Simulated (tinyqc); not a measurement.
Worked calculation: strained quantum well: band edges, subbands and transparency. Values are carried at full precision from step to step, so a last printed digit may differ when a step is redone from the rounded ones.

Growth on (001), barriers unstrained: tr(e) = e (2 - nu2), Z = b e (1 + nu2); Ec = Ev + Eg + ac tr(e), E_HH = Ev + av tr(e) + Z, E_LH = Ev + av tr(e) - Z (coupling to the split-off band left out).

Constants: hbar^2/2m0 = 3.80998211 eV angstrom^2; hc = 1239.841984 eV nm; kB = 8.617333262e-05 eV/K.

Parameters, chosen for this exercise (near those of an InGaAs/InP well; not measured data): e = -0.0119 (strain in the plane); nu2 = 1.028 (2 C12/C11); Eg = 0.546 eV (unstrained gap of the well); Ev = -0.573 eV (its valence edge); ac = -5.69 eV; av = 1.05 eV (Ev moves by av tr(e)); b = -1.86 eV (shear potential); Egb = 1.347 eV (gap of the barrier); Evb = -0.94 eV (its valence edge); L = 82 angstrom (well width); me = 0.036 m0 (electron mass); g1 = 16.22 (gamma1); g2 = 6.63 (gamma2); meb = 0.08 m0; g1b = 5.08; g2b = 1.6; T = 250 K (temperature); Br = 2.3 x 1e-4 cm^2/s (two-dimensional radiative coefficient).

## Strained band edges and offsets

Give tr(e), Z, the edges Ec, E_HH, E_LH and the well depths against the barrier.

tr(e) = -0.01157
Z = 0.0449 eV

Ec, E_HH, E_LH (eV): 0.0388  -0.5403  -0.6300

depths for e, HH, LH (eV): 0.3682  0.3997  0.3100

The well is under compression, which puts HH on top, by 90 meV; the gap becomes 0.5791 eV, +33 meV from the unstrained one.

## Subband edges

Masses along z: me, 1/(g1 - 2 g2) for HH, 1/(g1 + 2 g2) for LH, likewise in the barrier; in the plane me, 1/(g1 + g2) for HH and 1/(g1 - g2) for LH (no mixing, which understates the hole masses away from k = 0). Level n solves k L + 2 atan[(k/m)/(kappa/mb)] = n pi, k = sqrt(m E/c), kappa = sqrt(mb (V - E)/c), c = hbar^2/2m0.

Up to three electron, four HH and two LH levels, on the common energy scale, with their masses in the plane.

Subbands:
```
level   E (eV)  m in the plane
e1      0.0998          0.0360
e2      0.2904          0.0360
hh1    -0.5525          0.0438
hh2    -0.5893          0.0438
hh3    -0.6505          0.0438
lh1    -0.6810          0.1043
hh4    -0.7356          0.0438
lh2    -0.8629          0.1043
```

lowest transition = 0.6523 eV
wavelength hc/E = 1900.6 nm

The top hole level is hh1, so the edge is mainly TE polarised; hh2 lies 37 meV lower.

## Transparency density

Transparency (Bernard-Duraffourg): Fc - Fv equals the lowest transition energy with n = p, n = sum m/(2 pi c) kB T ln(1 + exp((Fc - E)/kB T)) and p likewise over the listed subbands; c = hbar^2/2m0, 1/angstrom^2 = 1e16/cm^2.

Solve for u = (Fc - e1)/kB T; give n_tr, the share of holes in the top subband and the current e Br n_tr^2 (e = 1.602177e-19 C).

u = 0.290
n_tr = 0.275 x 1e12/cm^2
share = 0.800
current density = 2.8 A/cm^2

For mirror-image bands u = 0 and n_tr = me kB T ln2/(2 pi c) = 0.225 x 1e12/cm^2; the heavier or more numerous hole states raise it by a factor 1.22.

## Checks

- Transparency for equal single subbands against m kB T ln2/(2 pi c): both 0.3743.

Computed by tinyqc, a small Python program: `OMP_NUM_THREADS=1 python tinyqc.py 1250735 1250736 out.jsonl` (the numbers bound the seed that draws the inputs); one thread of a shared host (Intel(R) Xeon(R) Processor @ 2.30GHz), about 0.01 s for the whole set of steps.
